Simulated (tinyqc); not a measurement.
# Narrowing from the saturation current

Question. A uniform n-type emitter has J0 = (q p0 D/L)(s + tanh(W/L))/(1 + s tanh(W/L)), D = mup Vt, s = S L/D, and p0 = (ni^2/N) exp(dE_app/kB T), where dE_app = dEg + kB T ln[(N/Nc) exp(-eta)]. Find p0, dE_app and dEg.

Inputs (values chosen for the exercise); band and dielectric values close to those of silicon: temperature T = 300 K; conduction-band density of states at 300 K Nc = 2.79e19 cm^-3; ionised donor density N = 3.1e19 cm^-3; minority-hole mobility mup = 220 cm^2/(V s); emitter width W = 800 nm; recombination velocity at the contact S = 9.6e5 cm/s.

Constants: q = 1.602176634e-19 C, kB = 1.380649e-23 J/K, Vt = kB T/q. Results are converted to the units shown.

J0 = 254.64164 fA/cm^2
L = 1864.4048 nm
ni = 7.2251437e9 cm^-3
converged eta = 0.49228337

Answer. J0 gives p0, its ratio to ni^2/N gives dE_app, and the degeneracy term is taken off.

p0 = 22.4 cm^-3
dE_app = 67.0 meV
dEg = 77.0 meV

Computed by the program tinyqc: `OMP_NUM_THREADS=1 python tinyqc.py 2330087 2330088 out.jsonl`, one thread of a shared Intel Xeon 2.30GHz, about 0.01 s for the whole run.
